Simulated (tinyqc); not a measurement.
From molar flow 2 back to bubbler pressure p_b: precursor delivery by bubblers, mass-transport growth and the solid composition of a III-V alloy. Computed by tinyqc, a small Python program. Command: `OMP_NUM_THREADS=1 python tinyqc.py 3021442 3021443 out.jsonl movpe_thermo inv`. One thread of a shared host (Intel(R) Xeon(R) Processor @ 2.30GHz), about 0.02 s of CPU time with the checks.

1 sccm = 44.615 micromol/min; 1 torr = 133.322 Pa. The sources decompose fully at the surface.

Inputs (values chosen for the exercise, modelled on triethylgallium (source 1) and trimethylindium (source 2) for the vapour pressures):

| quantity | value | unit |
|---|---|---|
| bath temperature T1 | 296 | K |
| bath temperature T2 | 291 | K |
| carrier flow F1 | 92 | sccm |
| carrier flow F2 | 21 | sccm |

constants a, b of source 1 (log10 torr, K): 8.051  2162

constants a, b of source 2 (log10 torr, K): 10.5  3014

Method. log10 p_v = a - b/T_bath; molar flow = F x 44.615 x p_v/(p_b - p_v) for a saturated bubbler.

Task: A run gave the result below. Find the bubbler pressure p_b, known to lie between 840 and 2200 torr.

molar flow 2 = 0.8522822 micromol/min

Result:

Each step takes the trial c = (a f_b - b f_a)/(f_b - f_a), f being the result less the target and a, b, c the logarithms of the listed values; c replaces end b, the old b replaces a if the sign of f changed, and otherwise f_a is halved.

Scan of the range:

| bubbler pressure p_b (torr) | molar flow 2 (micromol/min) |
|---|---|
| 840 | 1.55150 |
| 986 | 1.32144 |
| 1160 | 1.12299 |
| 1360 | 0.95767 |
| 1600 | 0.81390 |
| 1870 | 0.69629 |
| 2200 | 0.59178 |

False position (Illinois rule, in the logarithm of the input) inside the bracket:

| step | end a | end b | trial | molar flow 2 (micromol/min) |
|---|---|---|---|---|
| 1 | 1360.00 | 1600.00 | 1532.06 | 0.850021 |
| 2 | 1360.00 | 1532.06 | 1524.57 | 0.854201 |
| 3 | 1532.06 | 1524.57 | 1528.00 | 0.852280 |
| 4 | 1524.57 | 1528.00 | 1528.00 | 0.852282 |
| 5 | 1524.57 | 1528.00 | 1528.00 | 0.852282 |
| 6 | 1528.00 | 1528.00 | 1528.00 | 0.852282 |

Molar flow 2 falls at every point of a 13-point scan of the range (every second point is shown), so one value fits; it is bracketed by 1360 and 1600. Answer: bubbler pressure p_b = 1528 torr.
